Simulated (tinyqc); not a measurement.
Ideality, resistance and saturation current from three points.

Problem. Well above I0 a diode obeys V = n Vt ln(I/I0) + Rs I. Find n, Rs and I0.

Inputs (values chosen for the exercise):
```
symbol,value,unit,meaning
T,400,K,temperature
```

Constants: q = 1.602176634e-19 C, kB = 1.380649e-23 J/K, Vt = kB T/q. Results are converted to the units shown.

I (A): 0.0033  0.034  0.34
V (V): 0.17982165  0.81764309  6.4097738

Solution. The equation is linear in a = n Vt, Rs and c = -a ln I0; three points give a 3 x 3 system.

n = 1.060
Rs = 18.00 ohm
I0 = 1.222e-4 A

Program tinyqc, `OMP_NUM_THREADS=1 python tinyqc.py 2640159 2640160 out.jsonl`; Intel Xeon 2.30GHz, shared host, one thread, about 0.01 s.
